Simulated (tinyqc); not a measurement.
Hot electrons in a saturated n-channel MOSFET, lucky-electron model: one step of the calculation.

Beyond pinch-off the lateral field grows as Esat cosh(y/l) over the velocity-saturated region (pseudo-two-dimensional model). Impact ionisation in this region gives the substrate current, which biases the body forward through Rsub. Currents are per width. Local-field laws: they overstate ionisation when the field peak is narrower than an energy relaxation length.

Question. Gate current, lifetime and channel shortening. Ig = Cg Id exp(-pb/(lm Em)); lifetime tau = (Hl/Id)(Isub/Id)^(-m); length of the saturated region dL = l ln[(dV/l + Em)/Esat]. 1 year = 3.15576e7 s.

Inputs (values chosen for the exercise); values close to those of silicon n-channel devices:
```
symbol,value,unit,meaning
lm,9.1,nm,hot-electron mean free path
pb,3.2,V,oxide barrier
Cg,0.0016,,prefactor of the gate current
m,3.2,,lifetime exponent
Hl,2400,s uA/um,lifetime constant
```

Id = 37.299922 uA/um
dV = 3.1589629 V
Em = 0.29583636 MV/cm
Isub = 0.45197065 uA/um
l = 108.99541 nm
Esat = 0.059333333 MV/cm

Give: Isub/Id; Ig; tau; dL.

Answer.

Isub/Id = 0.01212
Ig = 0.4107 pA/um
tau = 2.770 years
dL = 249.6 nm

The lifetime misses ten years.

Program tinyqc, `OMP_NUM_THREADS=1 python tinyqc.py 2550111 2550112 out.jsonl`; Intel Xeon 2.30GHz, shared host, one thread, about 0.01 s.
